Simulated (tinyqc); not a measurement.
## Doping from the ideality factor

Problem. For thermionic-field emission over a Schottky barrier the ideality factor is n = u coth(u) with u = E00/Vt and E00 = (hbar/2) sqrt(Nd/(me m0 eps0 eps_r)) in SI units (volts). Find u, E00 and Nd.

Values chosen for this exercise; band and dielectric values close to those of silicon:
- T = 400 K (temperature)
- me = 0.261 m0 (electron mass)
- eps_r = 11.7 (relative permittivity)

Constants: q = 1.602176634e-19 C, kB = 1.380649e-23 J/K, eps0 = 8.8541878128e-12 F/m, hbar = 1.054571817e-34 J s, m0 = 9.1093837015e-31 kg, Vt = kB T/q. Results are converted to the units shown.

n = 1.0308452

Answer. u coth(u) rises steadily from 1, so n fixes u; the definition of E00 then gives Nd.

u = 0.305
E00 = 10.5 meV
Nd = 9.80e17 cm^-3

Program tinyqc, `OMP_NUM_THREADS=1 python tinyqc.py 2640118 2640119 out.jsonl`; Intel Xeon 2.30GHz, shared host, one thread, about 0.05 s.
